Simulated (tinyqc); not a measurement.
MOS inversion layer, Poisson-Schroedinger loop: effect of the extra shift of set B (strain).

Electrons confined at an insulator interface at z = 0, treated as a hard wall; parabolic valleys, Hartree approximation, no image or exchange terms. The depletion charge lies far deeper than the electrons and gives a uniform field q Nd/(eps0 eps_r); the gate balances all charge. Energies are counted from the band edge at the interface.

Schroedinger equation -(C/mz) psi'' + (V0 + U + dE for set B) psi = E psi, C = hbar^2/(2 m0), psi(0) = 0, on a uniform mesh of 800 nodes with a far wall at 21 nm, 8 levels a set; V0 = q Nd z/(eps0 eps_r); dU/dz = q (Ns - integral of n from 0 to z)/(eps0 eps_r), U(0) = 0; N_k = g md m0 q Vt/(pi hbar^2) ln(1 + exp((EF - E_k)/Vt)), g the number of valleys of the set, sum N_k = Ns. Triangular well: E_k = a_k (C F^2/mz)^(1/3), a_1 = 2.338107, a_2 = 4.087949, C = hbar^2/(2 m0), F in eV/nm. Fang-Howard (all electrons in the lowest level of set A): b^3 = 6 (mz1/C) q (Nd + 11 Ns/32)/(eps0 eps_r), centroid 3/b, level C b^2/(4 mz1) + (3/b) q (Nd + 11 Ns/16)/(eps0 eps_r). The centroid adds 3.9 z_av/eps_r to an oxide-equivalent thickness.

Inputs (values chosen for the exercise); masses and permittivity close to those of silicon (100):
```
symbol   value   unit                                     meaning
T           77      K                                 temperature
eps_r     11.7                              relative permittivity
mz1      0.909     m0  mass along z of valley set A (2 valley(s))
md1      0.188     m0    in-plane density-of-states mass of set A
mz2      0.189     m0  mass along z of valley set B (4 valley(s))
md2      0.421     m0    in-plane density-of-states mass of set B
Ns      6.7e12  cm^-2                  sheet density of electrons
Nd      1.3e12  cm^-2           sheet density of depletion charge
```

Constants: q = 1.602176634e-19 C, kB = 1.380649e-23 J/K, hbar = 1.054571817e-34 J s, m0 = 9.1093837015e-31 kg, Vt = kB T/q, eps0 = 8.8541878128e-14 F/cm where lengths are in cm, hbar^2/(2 m0) = 0.0380998212 eV nm^2. Results are converted to the units shown.

The same in every row: Fang-Howard centroid (nm) = 1.50.

Effect of the extra shift of set B (strain):

| dE (eV) | A1 (meV) | B1 (meV) | EF (meV) | share of A1 (%) | share of set A (%) | centroid z_av (nm) | added oxide equivalent (nm) |
|---|---|---|---|---|---|---|---|
| -0.05 | 182 | 211 | 209 | 63.5 | 63.5 | 1.81 | 0.604 |
| -0.02 | 178 | 227 | 215 | 88.3 | 88.4 | 1.55 | 0.517 |
| 0.01 | 176 | 250 | 218 | 98.9 | 99.4 | 1.42 | 0.475 |
| 0.04 | 176 | 279 | 218 | 99.4 | 100 | 1.42 | 0.473 |
| 0.07 | 176 | 309 | 218 | 99.4 | 100 | 1.42 | 0.473 |
| 0.1 | 176 | 339 | 218 | 99.4 | 100 | 1.42 | 0.473 |
| 0.13 | 176 | 369 | 218 | 99.4 | 100 | 1.42 | 0.473 |
| 0.16 | 176 | 399 | 218 | 99.4 | 100 | 1.42 | 0.473 |

What does the table show?

As dE goes from -0.05 to 0.16, A1 falls from 182 to 176 meV, the share of A1 rises from 63.5 to 99.4 % and the centroid falls from 1.81 to 1.42 nm. The Fang-Howard centroid is 17 % below the full one in the first row, where A1 holds 63.5 %, and 5.9 % above it in the last, where A1 holds 99.4 %.

Program tinyqc, `OMP_NUM_THREADS=1 python tinyqc.py 2160159 2160160 out.jsonl`; Intel Xeon 2.30GHz, shared host, one thread, about 1 s.
